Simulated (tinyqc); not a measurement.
Inside a calculation. Method: plane-wave Kohn-Sham cycle with exchange-only LDA in a layered model solid. One step of it, computed by the program tinyqc.

Problem. Iteration 1: potential. V_H(G) = 4 pi rho(G)/G^2 for G != 0 (uniform background); v_x = -(3 rho/pi)^(1/3); V = V_ext + V_H + v_x; Fourier components f(G_m) = (1/N) sum_j f(x_j) exp(-i G_m x_j).

A solid whose potential varies along x alone (atomic units):
```
parameter                      value
period a                   10.200000
cross-section of the cell  29.000000
electrons per cell                 4
grid points                       16
plane waves -n..n, n               2
k points                           4
V1 in V1 cos(2 pi x/a)     -0.470000
V2 in V2 cos(4 pi x/a)      0.020000
```

density at the start, on the grid x_j = j a/N (e/bohr^3): 0.01352265  0.01352265  0.01352265  0.01352265  0.01352265  0.01352265  0.01352265  0.01352265  0.01352265  0.01352265  0.01352265  0.01352265  0.01352265  0.01352265  0.01352265  0.01352265

Give: Potentials on the grid; V(G_m), m = 0, 1, 2, ....

Solution.

Potentials on the grid (hartree):
```
x       V_ext    V_H     v_x       V
0.000  -0.450  0.000  -0.235  -0.685
0.637  -0.420  0.000  -0.235  -0.655
1.275  -0.332  0.000  -0.235  -0.567
1.913  -0.194  0.000  -0.235  -0.429
2.550  -0.020  0.000  -0.235  -0.255
3.188   0.166  0.000  -0.235  -0.069
3.825   0.332  0.000  -0.235   0.098
4.463   0.448  0.000  -0.235   0.214
5.100   0.490  0.000  -0.235   0.255
5.737   0.448  0.000  -0.235   0.214
6.375   0.332  0.000  -0.235   0.098
7.013   0.166  0.000  -0.235  -0.069
7.650  -0.020  0.000  -0.235  -0.255
8.287  -0.194  0.000  -0.235  -0.429
8.925  -0.332  0.000  -0.235  -0.567
9.562  -0.420  0.000  -0.235  -0.655
```

V(G_m), m = 0, 1, 2, ... (hartree): -0.235  -0.235  0.010  0.000  0.000
